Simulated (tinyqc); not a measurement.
Energy and lattice constant: complex band structure along [001] in sp3s* tight binding.

For k = (0, 0, kz) the phase sums are g0 = cos(phi) and g3 = i sin(phi), phi = kz a/4, and the s, pz, s* orbitals of anion (a) and cation (c) decouple from px, py. With z = exp(i phi), H(z) = H0 + z T + T^T/z for any complex z. H0 is diagonal (Esa, Epa, Exa, Esc, Epc, Exc). The anion-cation block is B(z) = z U + W/z and the cation-anion block z W^T + U^T/z, where U has Vss/2 (s,s), Vsapc/2 (s,z), -Vscpa/2 (z,s), Vxx/2 (z,z), Vxapc/2 (s*,z), -Vpaxc/2 (z,s*), and W has the same values with the s-z and s*-z signs reversed. |z| = 1 is a band state, |z| < 1 decays along [001] as exp(-kappa d) over a distance d, kappa = -(4/a) ln|z|. No spin-orbit coupling.

Values chosen for the exercise (out of a larger set: near a published set for Ge, fitted to gaps, whose masses and valley positions are rough (light masses up to twice too heavy); not measured data): p = (-5.901, 1.597, -5.901, 1.597, 6.315, 6.315, -6.76, 1.625, 4.904, 5.423, 5.423, 5.191, 5.191) eV (order Esa, Epa, Esc, Epc, Exa, Exc, Vss, Vxx, Vxy, Vsapc, Vscpa, Vxapc, Vpaxc); a = 5.657 angstrom (lattice constant); dE = 0.2 eV (E - Ev).

The slowest root of the s-pz block and the heavy-hole branch, sinh^2(kappa a/4) = ((E - Epa)(E - Epc) - Vxx^2)/(Vxx^2 - Vxy^2), at E = Ev + dE with Ev the lower root of [[Epa, Vxx], [Vxx, Epc]]; the couplings are kept when a changes.

Results for these values:

| case | slowest kappa (1/angstrom) | heavy-hole kappa (1/angstrom) |
|---|---|---|
| base | 0.0469 | 0.1188 |

What happens to each result for a = 5.827 angstrom, all else kept?

Answer: slowest kappa falls from 0.0469 to 0.0455; heavy-hole kappa falls from 0.1188 to 0.1153.

The same for each parameter in turn:

| case | slowest kappa (1/angstrom) | heavy-hole kappa (1/angstrom) |
|---|---|---|
| base | 0.0469 | 0.1188 |
| dE = 0.23 eV | 0.0493 | 0.1267 |
| a = 5.827 angstrom | 0.0455 | 0.1153 |

With the couplings fixed, kappa a stays, so kappa scales as 1/a.

Program tinyqc; command `OMP_NUM_THREADS=1 python tinyqc.py 1450451 1450452 out.jsonl`; about 0.01 s on one thread of a shared Intel(R) Xeon(R) Processor @ 2.30GHz.
